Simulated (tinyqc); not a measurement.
Worked calculation: UKS/B3LYP (VWN-RPA form) in the 3-21g basis, for H2-, spin multiplicity 2. The basis has no diffuse functions, so it cannot describe the extra electron: this is an exercise in the method, not the real anion. One step of it, computed by the program tinyqc.

Question. Iteration 7 (converged): orbitals. Diagonalise F' = X^T F X, C = X C', fill 2 alpha and 1 beta electrons from the bottom; D(s) = C_occ C_occ^T. Each column has its largest component positive (the first on a tie).

converged F(alpha) (hartree), order 1H 1s, 1H 2s, 2H 1s, 2H 2s:
$$\begin{pmatrix}
0.510440 & -0.116523 & -0.184753 & -0.141234 \\
-0.116523 & 0.091233 & -0.141234 & 0.011161 \\
-0.184753 & -0.141234 & 0.510440 & -0.116523 \\
-0.141234 & 0.011161 & -0.116523 & 0.091233
\end{pmatrix}$$

converged F(beta) (hartree), order 1H 1s, 1H 2s, 2H 1s, 2H 2s:
$$\begin{pmatrix}
0.582982 & -0.069016 & -0.191402 & -0.130861 \\
-0.069016 & 0.144362 & -0.130861 & 0.036061 \\
-0.191402 & -0.130861 & 0.582982 & -0.069016 \\
-0.130861 & 0.036061 & -0.069016 & 0.144362
\end{pmatrix}$$

X, order 1H 1s, 1H 2s, 2H 1s, 2H 2s:
$$\begin{pmatrix}
1.243743 & -0.481469 & -0.069434 & 0.038789 \\
-0.481469 & 1.717897 & 0.038789 & -0.748543 \\
-0.069434 & 0.038789 & 1.243743 & -0.481469 \\
0.038789 & -0.748543 & -0.481469 & 1.717897
\end{pmatrix}$$

Give: F' = X^T F X; orbital energies; coefficients C; F' = X^T F X; orbital energies; coefficients C; D(alpha) after iteration 7; D(beta) after iteration 7.

Answer.

F' = X^T F X (alpha) (hartree):
$$\begin{pmatrix}
0.9619 & -0.5241 & -0.2248 & -0.0331 \\
-0.5241 & 0.4966 & -0.0331 & -0.1153 \\
-0.2248 & -0.0331 & 0.9619 & -0.5241 \\
-0.0331 & -0.1153 & -0.5241 & 0.4966
\end{pmatrix}$$

orbital energies (alpha) (hartree): MO1 -0.0257, MO2 0.3304, MO3 1.1441, MO4 1.4682

coefficients C (alpha), order 1H 1s, 1H 2s, 2H 1s, 2H 2s:
$$\begin{pmatrix}
0.2370 & 0.1427 & 0.8552 & -0.9885 \\
0.3689 & 1.3300 & -0.6571 & 1.1866 \\
0.2370 & -0.1427 & 0.8552 & 0.9885 \\
0.3689 & -1.3300 & -0.6571 & -1.1866
\end{pmatrix}$$

F' = X^T F X (beta) (hartree):
$$\begin{pmatrix}
1.0317 & -0.4993 & -0.2485 & -0.0483 \\
-0.4993 & 0.5638 & -0.0483 & -0.1460 \\
-0.2485 & -0.0483 & 1.0317 & -0.4993 \\
-0.0483 & -0.1460 & -0.4993 & 0.5638
\end{pmatrix}$$

orbital energies (beta) (hartree): MO1 0.0231, MO2 0.4613, MO3 1.1778, MO4 1.5286

coefficients C (beta), order 1H 1s, 1H 2s, 2H 1s, 2H 2s:
$$\begin{pmatrix}
0.2315 & 0.1257 & 0.8567 & -0.9908 \\
0.3731 & 1.3502 & -0.6547 & 1.1636 \\
0.2315 & -0.1257 & 0.8567 & 0.9908 \\
0.3731 & -1.3502 & -0.6547 & -1.1636
\end{pmatrix}$$

D(alpha) after iteration 7, order 1H 1s, 1H 2s, 2H 1s, 2H 2s:
$$\begin{pmatrix}
0.0765 & 0.2772 & 0.0358 & -0.1024 \\
0.2772 & 1.9051 & -0.1024 & -1.6329 \\
0.0358 & -0.1024 & 0.0765 & 0.2772 \\
-0.1024 & -1.6329 & 0.2772 & 1.9051
\end{pmatrix}$$

D(beta) after iteration 7, order 1H 1s, 1H 2s, 2H 1s, 2H 2s:
$$\begin{pmatrix}
0.0536 & 0.0864 & 0.0536 & 0.0864 \\
0.0864 & 0.1392 & 0.0864 & 0.1392 \\
0.0536 & 0.0864 & 0.0536 & 0.0864 \\
0.0864 & 0.1392 & 0.0864 & 0.1392
\end{pmatrix}$$
